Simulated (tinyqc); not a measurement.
From results back to parameters: five-level k.p model folded onto the conduction band. Five cases, with inputs chosen for the exercise.

Problem. The levels are known; the mass and the g factor at E = Eg are given. Find Ep and Ep2.

Second-order sums for the lowest conduction level at E: 1/m = 1 + Cm + (Ep/3)(2/E + 1/(E + Dso)) - (Ep2/3)(2/(E7 + D2 - E) + 1/(E7 - E)); g/2 = 1 + Cg - (Ep/3)(1/E - 1/(E + Dso)) - (Ep2/3)(1/(E7 - E) - 1/(E7 + D2 - E)). E is counted from the top of the valence band; E = Eg at the edge.

Find: coefficients of (Ep, Ep2); right-hand sides 1/m - 1 - Cm and 1 + Cg - g/2; Ep, Ep2.

Method. Both sums are linear in Ep and Ep2, so two equations fix them.

Case 1.

Values chosen (near those of InAs; not measured data): Eg = 0.421 eV (gap at Gamma to the s-like level); Dso = 0.392 eV (spin-orbit splitting); E7 = 4.55 eV (upper Gamma7 conduction level, from the valence top); D2 = 0.17 eV (its spin-orbit splitting, Gamma8 above Gamma7); Cm = -1 (remote term in 1/m); Cg = -0.02 (remote term in g/2).

m = 0.02380873 m0
g = -14.397271

Solution.

coefficients of (Ep, Ep2) (1/eV):
```
         1         2
1  1.99354  -0.23580
2  0.38176   0.00319
```

right-hand sides 1/m - 1 - Cm and 1 + Cg - g/2: 42.0014  8.1786

Ep, Ep2 (eV): 21.40  2.80

Case 2.

Values chosen (near those of CdTe; not measured data): Eg = 1.63 eV (gap at Gamma to the s-like level); Dso = 0.884 eV (spin-orbit splitting); E7 = 5.4 eV (upper Gamma7 conduction level, from the valence top); D2 = 0.29 eV (its spin-orbit splitting, Gamma8 above Gamma7); Cm = -0.4 (remote term in 1/m); Cg = -0.02 (remote term in g/2).

m = 0.09666202 m0
g = -0.851022

Solution.

coefficients of (Ep, Ep2) (1/eV):
```
         1         2
1  0.54159  -0.25262
2  0.07191   0.00632
```

right-hand sides 1/m - 1 - Cm and 1 + Cg - g/2: 9.7453  1.4055

Ep, Ep2 (eV): 19.30  2.80

Case 3.

Values chosen (near those of InP; not measured data): Eg = 1.353 eV (gap at Gamma to the s-like level); Dso = 0.103 eV (spin-orbit splitting); E7 = 4.78 eV (upper Gamma7 conduction level, from the valence top); D2 = 0.07 eV (its spin-orbit splitting, Gamma8 above Gamma7); Cm = -2.4 (remote term in 1/m); Cg = -0.02 (remote term in g/2).

m = 0.08405664 m0
g = 1.234106

Solution.

coefficients of (Ep, Ep2) (1/eV):
```
         1         2
1  0.72167  -0.28791
2  0.01743   0.00195
```

right-hand sides 1/m - 1 - Cm and 1 + Cg - g/2: 13.2967  0.3629

Ep, Ep2 (eV): 20.30  4.70

Case 4.

Values chosen (near those of ZnSe; not measured data): Eg = 2.756 eV (gap at Gamma to the s-like level); Dso = 0.41 eV (spin-orbit splitting); E7 = 7.48 eV (upper Gamma7 conduction level, from the valence top); D2 = 0.1 eV (its spin-orbit splitting, Gamma8 above Gamma7); Cm = -2.5 (remote term in 1/m); Cg = -0.02 (remote term in g/2).

m = 0.14925711 m0
g = 1.191847

Solution.

coefficients of (Ep, Ep2) (1/eV):
```
         1         2
1  0.34718  -0.20876
2  0.01566   0.00146
```

right-hand sides 1/m - 1 - Cm and 1 + Cg - g/2: 8.1998  0.3841

Ep, Ep2 (eV): 24.40  1.30

Case 5.

Values chosen (near those of InSb; not measured data): Eg = 0.223 eV (gap at Gamma to the s-like level); Dso = 0.78 eV (spin-orbit splitting); E7 = 3.19 eV (upper Gamma7 conduction level, from the valence top); D2 = 0.34 eV (its spin-orbit splitting, Gamma8 above Gamma7); Cm = -2 (remote term in 1/m); Cg = -0.02 (remote term in g/2).

m = 0.01359024 m0
g = -51.645859

Solution.

coefficients of (Ep, Ep2) (1/eV):
```
         1         2
1  3.32187  -0.31394
2  1.16243   0.01155
```

right-hand sides 1/m - 1 - Cm and 1 + Cg - g/2: 74.5822  26.8029

Ep, Ep2 (eV): 23.00  5.80

Computed by tinyqc, one run a case: `OMP_NUM_THREADS=1 python tinyqc.py N N+1 out.jsonl` with N = 1051409, 1051440, 1051442, 1051466, 1051469; one thread of a shared Intel(R) Xeon(R) Processor @ 2.30GHz, about 0.01 s a run at most.
